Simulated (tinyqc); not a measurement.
Localisation in a chain with random site energies (transfer matrices): sweeps and comparisons. A value that a table varies takes the place of the one given here.

Hopping -t; leads with site energy 0, E = -2t cos(ka). psi_(j+1) = ((e_j - E)/t) psi_j - psi_(j-1), a product of matrices M_j = [[(e_j - E)/t, -1], [1, 0]]. For M = M_N ... M_1 the transmission is T = 4 sin^2(ka)/|M21 - M12 + M22 exp(ika) - M11 exp(-ika)|^2. Long samples draw e_j = W (x_j/2147483647 - 1/2) from x_j = 16807 x_(j-1) mod 2147483647, starting at x0. The localisation length xi, in sites, is defined by ln T = -2N/xi on average; weak disorder gives xi = 24 (4t^2 - E^2)/W^2, and the mean free path for backscattering is xi/2.

Numerical xi = N/ln sqrt(psi_(N+1)^2 + psi_N^2) for N = 20000 sites from psi_1 = 1, psi_0 = 0; its statistical error is about xi sqrt(xi/N).

Parameters, chosen for this exercise:
- t = 1.76 eV (hopping)
- E = -1.42 eV (energy)
- x0 = 7600 (start of the number sequence)
- W = 3.19 eV (full width of the disorder)

## Localisation length against disorder

The same number sequence scaled by W.

xi (sites):

| W/t | W (eV) | numerical | error | weak disorder | strong: 1/(ln(W/2t) - 1) |
|---|---|---|---|---|---|
| 1.0 | 1.760 | 75.551 | 4.644 | 80.377 | - |
| 1.5 | 2.640 | 33.746 | 1.386 | 35.723 | - |
| 2.0 | 3.520 | 19.456 | 0.607 | 20.094 | - |
| 3.0 | 5.280 | 8.972 | 0.190 | 8.931 | - |
| 4.0 | 7.040 | 5.354 | 0.088 | 5.024 | - |
| 6.0 | 10.560 | 2.720 | 0.032 | 2.233 | - |
| 10.0 | 17.600 | 1.402 | 0.012 | 0.804 | 1.641 |
| 16.0 | 28.160 | 0.892 | 0.006 | 0.314 | 0.926 |

At W = t the numerical value is 75.6 +/- 4.6 against 80.4, and at 2t 19.46 +/- 0.61 against 20.09. The weak-disorder formula is within 15 % for W/t = 1, 1.5, 2, 3 and 4; at W = 16t it gives 0.31 and the strong-disorder form 0.93, against 0.89. All states of the chain are localised; disorder only sets the length.

## From ballistic to localised

200 samples of each length, cut one after another from the start of the sequence. Typical T = exp(mean ln T). Ohmic: 1/(1 + 2N/xi); localised: exp(-2N/xi), both with the weak-disorder xi.

Transmission:

| N | mean T | typical T | spread of ln T | ohmic | localised |
|---|---|---|---|---|---|
| 2 | 0.865 | 0.857 | 0.143 | 0.859 | 0.849 |
| 5 | 0.717 | 0.684 | 0.327 | 0.710 | 0.665 |
| 10 | 0.509 | 0.428 | 0.640 | 0.550 | 0.442 |
| 20 | 0.288 | 0.172 | 1.191 | 0.380 | 0.195 |
| 40 | 0.122 | 0.0300 | 2.088 | 0.234 | 0.0380 |
| 80 | 0.0325 | 0.00108 | 3.093 | 0.133 | 0.00145 |

With xi = 24.5 sites, mean and typical T are 0.717 and 0.684 at N = 5, and 0.0325 and 0.00108 at N = 80, where ln T scatters by 3.1. The slope of ln(typical T) between 40 and 80 sites gives xi = 24.1, uncertain by about 8 % from the scatter of 200 samples. At N = 80 the ohmic law gives 123 times the typical value: a single channel has no ohmic range beyond a mean free path, and the mean is carried by rare resonant samples.

## What each parameter does

Numerical and weak-disorder xi. Each row changes one parameter from the base and keeps the others.

Results:

| case | numerical xi (sites) | weak-disorder xi (sites) |
|---|---|---|
| base | 23.53 | 24.47 |
| t = 2.024 eV | 33.99 | 33.89 |
| E = -0.99 eV | 26.90 | 26.91 |
| W = 3.828 eV | 16.99 | 16.99 |
| x0 = 7601 | 23.33 | 24.47 |

The largest shifts from the base row, up to three for each result and ties (the steps differ in size, so this ranks the rows, not the parameters). numerical xi (sites): t +10.45, W -6.55, E +3.37. weak-disorder xi (sites): t +9.42, W -7.48, E +2.44; unchanged at the printed digits by x0. A new x0 is another sample of the same disorder; its shift is one draw of the statistical scatter, about xi sqrt(xi/N); the other rows share one sample, so their errors are correlated.

(tinyqc, `OMP_NUM_THREADS=1 python tinyqc.py 1480411 1480412 out.jsonl`, Intel(R) Xeon(R) Processor @ 2.30GHz, 1 thread, shared host, about 0.05 s.)
